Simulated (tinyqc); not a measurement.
Hueckel theory of the pi electrons, for the molecule C=C1C=CC=CC=C1 (SMILES; centres numbered as the heavy atoms are written), step by step. One step of it, computed by the program tinyqc.

Question. Energy, charges, bond orders. E = sum n x; q_r = z_r - P_rr; bond order p = P_rs; free valence = sqrt(3) - sum of p over the bonds of the atom.

x values: 2.091184  1.442720  1.246980  0.216294  -0.445042  -0.776378  -1.801938  -1.973820

occupations: 2.000000  2.000000  2.000000  2.000000  0.000000  0.000000  0.000000  0.000000

charge and bond-order matrix P, lower triangle:
```
,1C,2C,3C,4C,5C,6C,7C,8C
1C,1.310592
2C,0.756379,0.976279
3C,-0.167157,0.449980,0.942181
4C,-0.306399,0.042344,0.765300,0.961652
5C,0.209500,-0.096898,0.061815,0.536328,0.952731
6C,0.209500,-0.096898,-0.325870,0.052894,0.737583,0.952731
7C,-0.306399,0.042344,-0.105819,-0.124616,0.052894,0.536328,0.961652
8C,-0.167157,0.449980,0.243598,-0.105819,-0.325870,0.061815,0.765300,0.942181
```

Centres:
```
centre,"z_r, pi electrons of the neutral centre",h
1C,1,0.000000
2C,1,0.000000
3C,1,0.000000
4C,1,0.000000
5C,1,0.000000
6C,1,0.000000
7C,1,0.000000
8C,1,0.000000
```

Bonds:
```
i,j,k
1,2,1
2,3,1
3,4,1
4,5,1
5,6,1
6,7,1
7,8,1
8,2,1
```

Give: pi energy = 8 alpha + this times beta; pi charges; Bond orders and lengths from R = 1.517 - 0.180 p; free valence of the carbons; gap between the highest filled and the next level.

Answer.

pi energy = 8 alpha + this times beta = 9.9944

pi charges: 1C -0.3106, 2C 0.0237, 3C 0.0578, 4C 0.0383, 5C 0.0473, 6C 0.0473, 7C 0.0383, 8C 0.0578

Bond orders and lengths from R = 1.517 - 0.180 p (angstrom, C-C alone):
```
bond,p,R
1-2,0.7564,1.3809
2-3,0.4500,1.4360
3-4,0.7653,1.3792
4-5,0.5363,1.4205
5-6,0.7376,1.3842
6-7,0.5363,1.4205
7-8,0.7653,1.3792
8-2,0.4500,1.4360
```

free valence of the carbons: 1C 0.9757, 2C 0.0757, 3C 0.5168, 4C 0.4304, 5C 0.4581, 6C 0.4581, 7C 0.4304, 8C 0.5168

gap between the highest filled and the next level = 0.6613 |beta|
